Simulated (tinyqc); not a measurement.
Fermi level and growth conditions: formation energy of a charged point defect from supercell energies. Computed by tinyqc, a small Python program. Command: `OMP_NUM_THREADS=1 python tinyqc.py 3020594 3020595 out.jsonl formation walk`. One thread of a shared host (Intel(R) Xeon(R) Processor @ 2.30GHz), about 0.01 s of CPU time with the checks.

The host is a compound AB. Making the defect adds n_A = 0, n_B = -1, n_X = 1 atoms to the cell. All total energies are inputs. E_F is counted from the valence-band maximum (VBM); x = 0 is A-rich and x = 1 B-rich growth.

Inputs (values chosen for the exercise, for a model compound AB):

| quantity | value | unit |
|---|---|---|
| gap E_g | 3.16 | eV |
| E_VBM of the host cell | 5.161 | eV |
| potential alignment dV | -0.0054 | eV |
| dielectric constant eps | 7.43 | - |
| cell length L | 12.6 | angstrom |
| mu_B of the pure element | -7.43 | eV |
| formation enthalpy dH of AB | -1.06 | eV |
| growth condition x | 0.57 | - |
| mu_X of the pure element | -1.885 | eV |
| formation enthalpy of AX | -0.34 | eV |

Defect: impurity X on a B site. Supercell lattice: bcc.

charge states q: 2  1  0

E(defect, q) - E(host), in the order of q (eV): -2.985  3.986  9.788

Constants: e^2/(4 pi eps_0) = 14.39964548 eV angstrom.

Method:
- dmu_A = x dH and dmu_B = (1 - x) dH, so that dmu_A + dmu_B = dH; mu = mu(element) + dmu. The impurity is held at its solubility limit: dmu_X = min(0, dH(AX) - dmu_A).
- The reservoir term is sum n_i mu_i.
- Image-charge correction of a point charge in a neutralising background: E_corr = q^2 alpha e^2/(4 pi eps_0) / (2 eps L), alpha = 2.888462 for a bcc array with L the cube root of the volume.
- E_f(q, E_F) = [E(defect, q) - E(host)] - sum n_i mu_i + q (E_VBM + dV + E_F) + E_corr(q).
- Each entry is the lowest E_f over q.

E_f(q, 0) (eV): (q=+2) 2.21396, (q=+1) 3.36294, (q=0) 3.78720

sum n_i mu_i = 6.0008 eV

Lowest formation energy (eV):

| E_F (eV) | stable q | A-rich, x = 0 | x = 0.5 | B-rich, x = 1 |
|---|---|---|---|---|
| 0.000 | +2 | 1.9498 | 2.1398 | 2.6698 |
| 0.395 | +2 | 2.7398 | 2.9298 | 3.4598 |
| 0.790 | 0 | 3.5230 | 3.7130 | 4.2430 |
| 1.185 | 0 | 3.5230 | 3.7130 | 4.2430 |
| 1.580 | 0 | 3.5230 | 3.7130 | 4.2430 |
| 1.975 | 0 | 3.5230 | 3.7130 | 4.2430 |
| 2.370 | 0 | 3.5230 | 3.7130 | 4.2430 |
| 2.765 | 0 | 3.5230 | 3.7130 | 4.2430 |
| 3.160 | 0 | 3.5230 | 3.7130 | 4.2430 |

Going from A-rich to B-rich growth shifts every line by +0.720 eV and moves no transition level. The slope of the envelope is the stable charge, so E_f is highest in the rows from E_F = 0.790 to 3.16 eV, where the neutral state is stable: the defect forms most easily in p-type material. Caution: the largest image-charge correction in these energies, q^2 alpha e^2/(8 pi eps_0 eps L) with alpha = 2.888462, exceeds a quarter of the gap; the point-charge term alone is then a rough estimate, usually too large for a charge that is spread out.

Extremes, crossings and ranges named in words are read from the listed rows.
